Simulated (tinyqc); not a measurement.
Minority-electron transport through the base of a bipolar transistor (Moll-Ross and Kroemer integrals): one step, computed by the program tinyqc.

Low injection, one dimension, x from the emitter edge (0) to the collector edge (W), s = x/W. Recombination is treated as a small correction (valid for tau_B well below tau_n), computed from the stored charge.

Problem. Gain and speed. Emitter-limited gain beta_E = G_E/G_B; recombination-limited gain beta_R = tau_n/tau_B; 1/beta = 1/beta_E + 1/beta_R; f_T from the base alone = 1/(2 pi tau_B).

Inputs (values chosen for the exercise, modelled on GaAs):
```
quantity                   value      unit
saturation velocity v_s     0.79  1e7 cm/s
electron lifetime tau_n      120        ns
emitter Gummel number G_E  1e+14    s/cm^4
temperature T                300         K
```

Base doping profile: exponential. Gap grading: linear. Exit of the base: infinite sink.

base Gummel number G_B = 1.374381e+10 s/cm^4

base transit time tau_B = 0.05032768 ps

Give: beta_E; beta_R; current gain beta; f_T from the base alone.

Solution.

beta_E = 7276

beta_R = 2.384e+06

current gain beta = 7254

f_T from the base alone = 3162 GHz

The gain is limited mainly by hole injection into the emitter (100 % of the base current). Caution: the mean velocity exceeds v_s, so drift-diffusion with a low-field mobility overstates the speed.
